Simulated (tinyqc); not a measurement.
Length of a polyene: Hueckel, PPP and singles CI along the polyenes. Computed by the program tinyqc. Hueckel uses the same beta without repulsion; CIS keeps all single excitations and so misses the low, doubly excited 2Ag state. W is the valence ionisation energy of a centre, MN the Mataga-Nishimoto formula, f the oscillator strength.

All-trans chains of carbon centres 1.40 angstrom apart:
```
parameter,value
"beta (eV), times 1 +/- alternation",-2.530000
alternation,0.050000
W (eV),11.160000
gamma_rr (eV),10.900000
repulsion formula,MN
```

Gaps and excitations (eV):
```
centres,Hueckel gap,PPP orbital gap,bright singlet (CIS),f,lowest triplet (CIS)
2,5.313,10.605,8.117,0.696,2.509
4,3.428,8.135,5.724,1.126,1.572
8,2.083,6.153,3.936,2.024,0.920
10,1.771,5.660,3.497,2.434,0.780
```

Estimate the missing row, centres = 6.

Computed row:
```
centres  Hueckel gap  PPP orbital gap  bright singlet (CIS)      f  lowest triplet (CIS)
6              2.569            6.896                 4.599  1.587                 1.150
```

The Hueckel gap tends to 4 x alternation x |beta| = 0.51 eV for long chains. Exchange opens the PPP orbital gap, and the attraction of electron and hole brings the bright state 2.16 eV below it at 10 centres; the triplet lies 2.72 eV lower still.
